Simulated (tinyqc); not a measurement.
Single-domain magnet: Stoner-Wohlfarth switching, Neel-Arrhenius retention, LLG dynamics and spin torque: one step, computed by the program tinyqc. Command: `OMP_NUM_THREADS=1 python tinyqc.py 3023690 3023691 out.jsonl macro walk`. One thread of a shared host (Intel(R) Xeon(R) Processor @ 2.30GHz), about 0.01 s of CPU time with the checks.

The moment is uniform, with unit vector m; z is the easy axis. mu_0 = 1.25663706212e-6 T m/A, gamma = 1.76085963023e11 rad/(s T).

Question. Exact time to the equator. The polar equation dm_z/dt = -(1 - m_z^2)(i - m_z)/tau_D, i = I/I_c0, integrates to t = tau_D [F(cos theta_0) - F(0)], F(z) = -ln(1 - z)/(2 (i - 1)) + ln(1 + z)/(2 (i + 1)) + ln(i - z)/(i^2 - 1), theta_0 = 1/sqrt(2 Delta).

Inputs (values chosen for the exercise, for a model magnet): temperature T = 358 K; drive I/I_c0 = 4.4.

Shape: thin disc, easy axis normal to it.

stability factor Delta = 418.5813

tau_D = 0.1081503 ns

Give: time to m_z = 0.

Answer.

time to m_z = 0 = 0.12348 ns

Caution: a flat cylinder has a smaller N_z than the spheroid of the same t/d, so K_eff of a real disc is larger.
